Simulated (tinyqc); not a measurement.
From results back to parameters: localisation in a chain with random site energies (transfer matrices). Two cases, with inputs chosen for the exercise.

Problem. In the localised range mean ln T = c - 2N/xi, xi being the localisation length in sites, and site energies spread evenly over a width W give xi = 24 (4t^2 - E^2)/W^2 for weak disorder. The two means come from a hidden xi.

Find: xi; W.

Method. The slope gives xi = 2 (N2 - N1)/(difference of the means), and W = sqrt(24 (4t^2 - E^2)/xi).

Case 1.

Values chosen: t = 0.98 eV (hopping); E = -0.55 eV (energy); N1 = 68 (first length); N2 = 177 (second length).

mean ln T: N1 -8.71356, N2 -22.08779

Solution.

xi = 16.3 sites
W = 2.28 eV

Case 2.

Values chosen: t = 0.96 eV (hopping); E = -1.49 eV (energy); N1 = 62 (first length); N2 = 153 (second length).

mean ln T: N1 -4.21241, N2 -10.21901

Solution.

xi = 30.3 sites
W = 1.08 eV

Computed by tinyqc, one run a case: `OMP_NUM_THREADS=1 python tinyqc.py N N+1 out.jsonl` with N = 1450981, 1450994; one thread of a shared Intel(R) Xeon(R) Processor @ 2.30GHz, about 0.08 s a run at most.
